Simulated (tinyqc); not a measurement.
## Projection against the Weibull slope

Defects are spread at random, so -ln(1 - F) is proportional to the area: t63(A2) = t63 (A1/A2)^(1/beta), and the time to the share Fp is t63(A2) (-ln(1 - Fp))^(1/beta).

Values chosen for this exercise:
```
symbol,value,unit,meaning
A1,2300,um^2,area of a test capacitor
A2,4.5e5,um^2,gate area of the product
Fp,0.001,,allowed share of failed products
t63,300,s,characteristic time of a test capacitor
```

Projection against the Weibull slope:
```
beta	t63 of the product (s)	time to Fp (s)	decades lost to area	decades lost to the percentile
0.6	0.04550	4.553e-7	3.819	5.000
0.9	0.8532	3.962e-4	2.546	3.333
1.2	3.694	0.01169	1.910	2.500
1.5	8.902	0.08905	1.528	2.000
1.8	16.00	0.3448	1.273	1.667
2.1	24.32	0.9067	1.091	1.428
2.4	33.29	1.873	0.9548	1.250
2.7	42.50	3.291	0.8487	1.111
3	51.68	5.169	0.7638	0.9999
```

Both losses go as 1/beta: together 8.82 decades at beta = 0.6 and 1.76 at 3. For small Fp only the ratio Fp/A2 counts, so ten times the area costs as much as a tenth of Fp.

Program tinyqc, `OMP_NUM_THREADS=1 python tinyqc.py 2070106 2070107 out.jsonl`; Intel Xeon 2.30GHz, shared host, one thread, about 0.01 s.
